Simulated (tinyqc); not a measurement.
# Fermi-level pinning from two metals

Inverse problem. Cowley-Sze model with the space charge neglected: phiB = S (phiM - chi) + (1 - S)(Eg - phi0), S = 1/(1 + q Dit dl/(eps0 ei)), dl in cm. Find S, phi0 and Dit.

Parameters, values chosen for the exercise; band and dielectric values those of a made-up semiconductor: band gap Eg = 0.806 eV; electron affinity chi = 4.01 eV; thickness of the interfacial layer dl = 0.3 nm; relative permittivity of the interfacial layer ei = 1.

Constants: q = 1.602176634e-19 C, eps0 = 8.8541878128e-14 F/cm where lengths are in cm. Results are converted to the units shown.

barriers for metals with phiM = 4.23 and 5.34 eV (eV): [0.51818601, 0.72385140]

Solution. S is the slope of phiB against phiM; either barrier then gives phi0, and S gives Dit.

S = 0.185
phi0 = 0.220 eV
Dit = 8.10e13 cm^-2 eV^-1

Computed by the program tinyqc: `OMP_NUM_THREADS=1 python tinyqc.py 2020044 2020045 out.jsonl`, one thread of a shared Intel Xeon 2.30GHz, about 0.06 s for the whole run.
